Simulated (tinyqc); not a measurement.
Switching kinetics of a ferroelectric film and the memory window of a ferroelectric gate stack. Changing the share s of P screened by trapped charge. Computed by tinyqc, a small Python program. Command: `OMP_NUM_THREADS=1 python tinyqc.py 3005876 3005877 out.jsonl feswitch sweep`. One thread of a shared host (Intel(R) Xeon(R) Processor @ 2.30GHz), about 0.01 s of CPU time with the checks.

Fields in MV/cm; 1 microcoulomb/cm^2 over eps_0 is 11.29409 MV/cm. In the stack (metal, ferroelectric, interlayer, channel) the channel is taken as a conductor.

Inputs (values chosen for the exercise, for a model hafnia-based film): saturation polarisation P_s = 16 microcoulomb/cm^2; ratio P_r/P_s = 0.87; coercive field E_c = 0.92 MV/cm; permittivity of the ferroelectric eps_F = 20; thickness t_F = 18 nm; permittivity of the interlayer eps_I = 3.9; interlayer thickness t_I = 1.5 nm; pulse height V = 4.4 V; breakdown field of the interlayer = 10 MV/cm.

Method:
- Saturated branches: P(E) = P_s tanh[(E -/+ E_c)/(2 delta)], delta = E_c/ln[(1 + P_r/P_s)/(1 - P_r/P_s)]; D = P + eps_0 eps_F E.
- At threshold the channel charge is negligible, so D = 0 on each branch: (1 - s) P(E) + eps_0 eps_F E = 0, with the screened share s. The rising branch has the root E0 between 0 and E_c; window = 2 E0 t_F; its upper bound is 2 E_c t_F.
- Series stack: V = E_F t_F + E_I t_I and eps_I E_I = eps_F E_F + (1 - s) P/eps_0. Before switching P = -P_r, after it P = +P_s; in retention V = 0 and P = +P_r.

One run for each value; columns: (1) share s of P screened by trapped charge; (2) memory window (V); (3) depolarising field over E_c; (4) E_I after switching (MV/cm); (5) fixed-charge estimate 2 (1 - s) P_r t_F/(eps_0 eps_F) (V):
```
(1)      (2)     (3)     (4)     (5)
0.47  2.8913  1.3558  25.987  14.998
0.56  2.8166  1.1256  23.066  12.451
0.65  2.7092  0.8954  20.144   9.904
0.73  2.5647  0.6907  17.547   7.641
0.82  2.2871  0.4605  14.626   5.094
0.90  1.7826  0.2558  12.029   2.830
0.99  0.2734  0.0256   9.107   0.283
```

Over the rows, memory window (V) falls from 2.89 to 0.273; depolarising field over E_c falls from 1.36 to 0.0256; E_I after switching (MV/cm) falls from 26.0 to 9.11. Screening from 0.47 to 0.99 cuts the depolarising field by a factor 53.0 and the window by 10.6: the field is linear in the unscreened charge, while the window saturates towards 2 E_c t_F when that charge is large. Left out: 0.300, 0.390 (the pulse cannot drive the film).

Caution (rows 0.470, 0.560, 0.650, 0.730, 0.820, 0.900): the interlayer field exceeds its breakdown field, so charge injection would change the fields. Caution (rows 0.470, 0.560, 0.650): E_F after switching lies below E_c, so switching stalls before P_s and that state is not reached. Caution (rows 0.470, 0.560): a depolarising field above E_c switches the film back, so P_r is not held.

Extremes, crossings and ranges named in words are read from the listed rows.
